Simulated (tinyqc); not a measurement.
# MOS capacitor on a p-type substrate, surface potential from the exact charge relation: effects of single changes

Uniform p-type substrate, Boltzmann statistics, full ionisation, classical densities. psi is the surface potential against the body (positive when the bands bend down) and u = psi/Vt. Traps are spread evenly over the gap and neutral at flat band, so their charge is -q Dit psi; the minority quasi-Fermi level is shifted by Vb.

Values chosen for this exercise; band and dielectric values those of a made-up semiconductor: temperature T = 300 K; band gap Eg = 0.918 eV; relative permittivity eps_r = 13.4; conduction-band density of states at T Nc = 2.23e19 cm^-3; valence-band density of states at T Nv = 2.92e19 cm^-3; electron affinity chi = 5.05 eV; acceptor density of the substrate N = 9.7e16 cm^-3; relative permittivity of the gate insulator (close to silicon nitride) eox = 7.39; insulator thickness tox = 16 nm; gate work function phiM = 5.18 eV; fixed charge at the interface, in units of q Nf = 0 cm^-2; density of interface traps Dit = 0 cm^-2 eV^-1; reverse bias of the inversion layer against the body Vb = 0 V.

Constants: q = 1.602176634e-19 C, kB = 1.380649e-23 J/K, Vt = kB T/q, eps0 = 8.8541878128e-14 F/cm where lengths are in cm. Results are converted to the units shown.

Each table varies one quantity; the others keep the values above.

## Capacitance-voltage curves

ni = sqrt(Nc Nv) exp(-Eg/(2 Vt)), Eg in volts; phiF = Vt ln(N/ni); Cox = eps0 eox/tox; Vfb = phiM - chi - (Eg - Vt ln(Nv/N)) - q Nf/Cox; Q0 = sqrt(2 eps0 eps_r q N Vt); r = (ni/N)^2 exp(-Vb/Vt); VT = Vfb + [(2 phiF + Vb)(1 + q Dit/Cox) + sqrt(2 eps0 eps_r q N (2 phiF + Vb))/Cox]. u = psi/Vt; F^2 = exp(-u) + u - 1 + r (exp(u) - u - 1); Qs = -sign(u) Q0 F; Cs = -dQs/dpsi = (Q0/Vt) |1 - exp(-u) + r (exp(u) - 1)|/(2 F). psi solves Vg = Vfb + psi + (q Dit psi - Qs)/Cox. Low frequency: 1/C_LF = 1/Cox + 1/(Cs + q Dit). High frequency, in the simple estimate in which traps and minority carriers do not follow: 1/C_HF = 1/Cox + 1/Cd, Cd being Cs with r = 0 at the same psi. Deep depletion: r = 0 and Dit = 0 both in the equation for psi and in Cs. Minority sheet density N_inv = (Q0/(2 q)) int_0^u r (exp(t) - 1)/F(t) dt for u > 0. N_inv under 1 cm^-2 is printed as 0. Regimes: accumulation when majority carriers gather, then depletion up to |psi| = phiF + Vb, weak inversion up to 2 phiF + Vb, strong inversion beyond.

Result of one run:

| Vg (V) | psi (V) | C_LF/Cox | C_HF/Cox | C_deep/Cox | N_inv (cm^-2) | regime |
|---|---|---|---|---|---|---|
| 0.89 | 0.7435 | 0.9198 | 0.2170 | 0.1880 | 1.009e12 | strong inversion |

What becomes of these results when the gate voltage against the body Vg is changed from 0.89 to 1.1 V, all else the same?

Result of the changed run:

| Vg (V) | psi (V) | C_LF/Cox | C_HF/Cox | C_deep/Cox | N_inv (cm^-2) | regime |
|---|---|---|---|---|---|---|
| 1.1 | 0.7578 | 0.9410 | 0.2153 | 0.1765 | 1.504e12 | strong inversion |

The whole series:

| Vg (V) | psi (V) | C_LF/Cox | C_HF/Cox | C_deep/Cox | N_inv (cm^-2) | regime |
|---|---|---|---|---|---|---|
| -1.15 | -0.09202 | 0.9002 | 0.9002 | 0.9002 | 0 | accumulation |
| -0.95 | -0.06798 | 0.8545 | 0.8545 | 0.8545 | 0 | accumulation |
| -0.74 | -0.02827 | 0.7543 | 0.7543 | 0.7543 | 0 | accumulation |
| -0.54 | 0.03770 | 0.5741 | 0.5741 | 0.5741 | 9.028 | depletion |
| -0.33 | 0.1470 | 0.4020 | 0.4020 | 0.4020 | 390.8 | depletion |
| -0.13 | 0.2757 | 0.3196 | 0.3196 | 0.3196 | 3.700e4 | depletion |
| 0.07 | 0.4168 | 0.2730 | 0.2730 | 0.2730 | 6.773e6 | weak inversion |
| 0.28 | 0.5724 | 0.2598 | 0.2410 | 0.2409 | 2.324e9 | weak inversion |
| 0.48 | 0.6837 | 0.6948 | 0.2245 | 0.2190 | 1.456e11 | strong inversion |
| 0.69 | 0.7236 | 0.8752 | 0.2194 | 0.2014 | 5.572e11 | strong inversion |
| 0.89 | 0.7435 | 0.9198 | 0.2170 | 0.1880 | 1.009e12 | strong inversion |
| 1.1 | 0.7578 | 0.9410 | 0.2153 | 0.1765 | 1.504e12 | strong inversion |

C_LF/Cox is lowest, 0.260, at Vg = 0.28 V (weak inversion) among the rows listed and is 0.941 in the last row, where C_HF/Cox is 0.215 and the deep-depletion value 0.176. Vfb = -0.640 V, where C_HF/Cox = 0.674 (Cox in series with eps0 eps_r/LD), and VT = 0.362 V. Over the last two rows psi moves by only 0.068 V a volt of gate bias, since the inversion charge screens the body. In strong accumulation and inversion degeneracy and confinement, left out here, lower the capacitance.

## Effect of the insulator thickness on threshold and swing

ni = sqrt(Nc Nv) exp(-Eg/(2 Vt)), Eg in volts; phiF = Vt ln(N/ni); Cox = eps0 eox/tox; Vfb = phiM - chi - (Eg - Vt ln(Nv/N)) - q Nf/Cox; VT = Vfb + [(2 phiF + Vb)(1 + q Dit/Cox) + sqrt(2 eps0 eps_r q N (2 phiF + Vb))/Cox]. gamma = sqrt(2 eps0 eps_r q N)/Cox; Wm = sqrt(2 eps0 eps_r (2 phiF + Vb)/(q N)); m = 1 + (eps0 eps_r/Wm + q Dit)/Cox; swing m Vt ln 10; Cmin/Cox = 1/(1 + Cox Wm/(eps0 eps_r)).

The same in every row: Vfb (V) = -0.6405; 2 phiF (V) = 0.6299; Wm (nm) = 98.07.

Results:

| tox (nm) | gamma (V^0.5) | VT (V) | m | swing (mV/decade) | Cmin/Cox |
|---|---|---|---|---|---|
| 4 | 0.1174 | 0.08260 | 1.074 | 63.93 | 0.06887 |
| 5.9 | 0.1732 | 0.1269 | 1.109 | 66.02 | 0.09836 |
| 8.8 | 0.2583 | 0.1944 | 1.163 | 69.21 | 0.1399 |
| 13 | 0.3815 | 0.2922 | 1.240 | 73.83 | 0.1938 |
| 20 | 0.5870 | 0.4553 | 1.370 | 81.54 | 0.2700 |
| 43 | 1.262 | 0.9910 | 1.795 | 106.9 | 0.4429 |
| 64 | 1.878 | 1.480 | 2.183 | 130.0 | 0.5420 |

Estimate the missing row, tox = 29 nm.

Computed row:

| tox (nm) | gamma (V^0.5) | VT (V) | m | swing (mV/decade) | Cmin/Cox |
|---|---|---|---|---|---|
| 29 | 0.8511 | 0.6649 | 1.536 | 91.44 | 0.3490 |

With this row back in the table: As tox goes from 4 to 64, VT rises from 0.0826 to 1.48 V, the swing rises from 63.9 to 130 mV/decade and Cmin/Cox rises from 0.0689 to 0.542. Vfb does not move. m - 1 goes as tox^(1.00), that is as 1/Cox.

## Effect of the relative permittivity of the gate insulator on threshold and swing

Same model as above.

The same in every row: Vfb (V) = -0.6405; 2 phiF (V) = 0.6299; Wm (nm) = 98.07.

Effect of the relative permittivity of the gate insulator on threshold and swing:

| eox | gamma (V^0.5) | VT (V) | m | swing (mV/decade) | Cmin/Cox |
|---|---|---|---|---|---|
| 3.9 | 0.8898 | 0.6956 | 1.561 | 92.90 | 0.3592 |
| 5 | 0.6940 | 0.5403 | 1.437 | 85.55 | 0.3042 |
| 7.5 | 0.4627 | 0.3566 | 1.291 | 76.88 | 0.2257 |
| 9 | 0.3856 | 0.2954 | 1.243 | 73.99 | 0.1954 |
| 15 | 0.2313 | 0.1730 | 1.146 | 68.20 | 0.1272 |
| 22 | 0.1577 | 0.1146 | 1.099 | 65.44 | 0.09039 |
| 30 | 0.1157 | 0.08123 | 1.073 | 63.86 | 0.06792 |

Read the table: what changes, and by how much?

As eox goes from 3.9 to 30, VT falls from 0.696 to 0.0812 V, the swing falls from 92.9 to 63.9 mV/decade and Cmin/Cox falls from 0.359 to 0.0679. Vfb does not move. m - 1 goes as eox^(-1.00), that is as 1/Cox.

Program tinyqc, `OMP_NUM_THREADS=1 python tinyqc.py 2060127 2060128 out.jsonl`; Intel Xeon 2.30GHz, shared host, one thread, about 0.01 s.
